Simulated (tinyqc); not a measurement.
Jacobi rotations on a symmetric matrix, step by step. Computed by tinyqc, a small Python program that keeps every step. Settings: method = jacobi. Command: `OMP_NUM_THREADS=1 python tinyqc.py 31103 31104 out.jsonl` (the two numbers bound the seeds that draw the settings). One thread of a shared host (Intel(R) Xeon(R) Processor @ 2.60GHz), about 0.01 s of CPU time with the checks.

## Jacobi rotation 1

A:
```
         1       2        3       4
1   0.1890  0.0030  -0.1590  0.3860
2   0.0030  0.4440   0.2320  0.0750
3  -0.1590  0.2320   0.7350  0.1880
4   0.3860  0.0750   0.1880  0.8690
```

Take the largest off-diagonal element A_pq; tan 2 theta = 2 A_pq / (A_qq - A_pp) with |theta| <= pi/4; A' = J^T A J with J_pp = J_qq = cos, J_pq = sin, J_qp = -sin.

p, q, theta (rad): 1.0000  4.0000  0.4243

A':
```
         1        2        3       4
1   0.0146  -0.0281  -0.2223  0.0000
2  -0.0281   0.4440   0.2320  0.0696
3  -0.2223   0.2320   0.7350  0.1059
4   0.0000   0.0696   0.1059  1.0434
```

## Jacobi rotation 2

As before.

p, q, theta (rad): 2.0000  3.0000  0.5053

A':
```
         1       2        3       4
1   0.0146  0.0830  -0.2081  0.0000
2   0.0830  0.3156   0.0000  0.0096
3  -0.2081  0.0000   0.8634  0.1263
4   0.0000  0.0096   0.1263  1.0434
```

## Jacobi rotation 3

As before.

p, q, theta (rad): 1.0000  3.0000  -0.2280

A':
```
         1        2        3       4
1  -0.0337   0.0808   0.0000  0.0286
2   0.0808   0.3156  -0.0188  0.0096
3   0.0000  -0.0188   0.9116  0.1230
4   0.0286   0.0096   0.1230  1.0434
```

## All rotations

The off-diagonal norm falls at every rotation.

Rotations:
```
step  p  q      theta  off-diagonal norm
1     1  4     0.4243           4.90e-01
2     2  3     0.5053           3.64e-01
3     1  3    -0.2280           2.14e-01
4     3  4     0.5396           1.25e-01
5     1  2     0.2167           5.02e-02
6     1  4     0.0207           3.67e-02
7     2  3    -0.0469           1.49e-02
8     1  3    -0.0110           5.62e-03
9     2  4     0.0050           9.40e-04
10    1  2    -0.0014           5.47e-04
11    3  4    -0.0014           1.48e-05
12    2  3   1.55e-05           9.82e-06
13    1  4  -5.93e-06           2.58e-09
14    1  3   1.58e-09           1.65e-09
15    2  4  -1.48e-09           5.52e-14
```

eigenvalues: -0.0521  0.3323  0.8392  1.1176
